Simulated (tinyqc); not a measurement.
# Off-state leakage of single and stacked transistors: effects of single changes

n-channel devices of unit width. Subthreshold current I(Vg, Vs, Vd) = I0 (T/300 K)^0.5 exp[(Vg - Vs - VT(T) - gb (Vs - Vb) + dd (Vd - Vs))/(nf Vt)] (1 - exp(-(Vd - Vs)/Vt)), VT(T) = VT - cT (T - 300 K). Gate-edge tunnelling Ig (Vd/1 V) exp(ag (Vd - 1 V)), for a gate at 0 V, and band-to-band leakage Ab u exp(-Bb/u), u = Vd - Vb + 1 V, flow at a drain held at V; both are taken as independent of T. In a stack of off transistors (all gates at 0 V) the same subthreshold current passes through each.

Inputs (values chosen for the exercise); values of the order met in bulk silicon logic transistors:
- T = 358 K (temperature)
- V = 1.1 V (supply voltage)
- VT = 0.32 V (threshold at 300 K, zero drain and body bias)
- cT = 0.7 mV/K (fall of the threshold with temperature)
- I0 = 0.39 uA/um (current at threshold at 300 K)
- nf = 1.16 (slope factor)
- dd = 0.1 (drain-induced lowering per volt)
- gb = 0.18 (rise of the threshold per volt of source-body bias)
- Ig = 2e-6 uA/um (gate-edge tunnelling current at 1 V)
- ag = 5.4 1/V (exponential slope of the gate current)
- Ab = 2 uA/(um V) (prefactor of band-to-band leakage at the drain)
- Bb = 20 V (its exponential voltage)
- Vb = -0.3 V (body voltage)

Constants: q = 1.602176634e-19 C, kB = 1.380649e-23 J/K, Vt = kB T/q. Results are converted to the units shown.

Each table varies one quantity; the others keep the values above.

## Subthreshold current against the height of the stack

All n gates at 0 V, bottom source at 0 V, top drain at V; node voltages follow from equal currents.

Subthreshold current against the height of the stack:
```
n	I (nA/um)	reduction factor	drain voltage of the bottom device (mV)	source voltage of the top device (mV)	voltage across the top device (V)
1	0.82851	1.0000	1100.0	0	1.1000
2	0.044713	18.529	81.619	81.619	1.0184
3	0.021122	39.224	22.496	102.59	0.99741
4	0.013704	60.456	13.048	114.68	0.98532
5	0.010114	81.913	9.1771	123.17	0.97683
6	0.0080055	103.49	7.0719	129.71	0.97029
```

What does the comparison show?

The second transistor cuts the current by a factor of 18.5, the third by a further 2.12 and the sixth by 1.26. The top device keeps 88.2 % of the supply at n = 6, while the drain voltage of the bottom one falls to 0.229 Vt.

## Leakage components against the body voltage

Same model as above.

One transistor with Vg = Vs = 0, Vd = V; stack factor I(one)/I(two in series).

The same in every row: gate edge (nA/um) = 0.0037752; stack factor = 18.529.

Leakage components against the body voltage:
```
Vb (V)	subthreshold (nA/um)	band-to-band (nA/um)	total (nA/um)	largest part
0.2	10.245	0.10192	10.351	subthreshold
0	3.7465	0.30698	4.0573	subthreshold
-0.2	1.3701	0.76963	2.1435	subthreshold
-0.4	0.50101	1.6773	2.1821	band-to-band
-0.6	0.18321	3.2764	3.4634	band-to-band
-0.8	0.066999	5.8653	5.9361	band-to-band
-1	0.024501	9.7834	9.8117	band-to-band
-1.2	0.0089596	15.398	15.410	band-to-band
-1.4	0.0032764	23.090	23.097	band-to-band
```

As Vb goes from 0.2 to -1.4, the total leakage goes from 10.4 through a minimum of 2.14 (at Vb = -0.2 among the rows listed) to 23.1 nA/um. The subthreshold part leads at Vb = 0.2, the band-to-band part from -0.4 on. The exact minimum lies at Vb = -0.291 V: reverse body bias lowers the subthreshold part by a decade every nf Vt ln 10/gb = 0.458 V but raises the band-to-band part. The reduction by a stack of two stays at 18.5, for the subthreshold part alone. For Vb = 0.2 the body is forward biased; the junction current, left out, is still small at this voltage.

Computed by the program tinyqc: `OMP_NUM_THREADS=1 python tinyqc.py 2242069 2242070 out.jsonl`, one thread of a shared Intel Xeon 2.30GHz, about 0.04 s for the whole run.
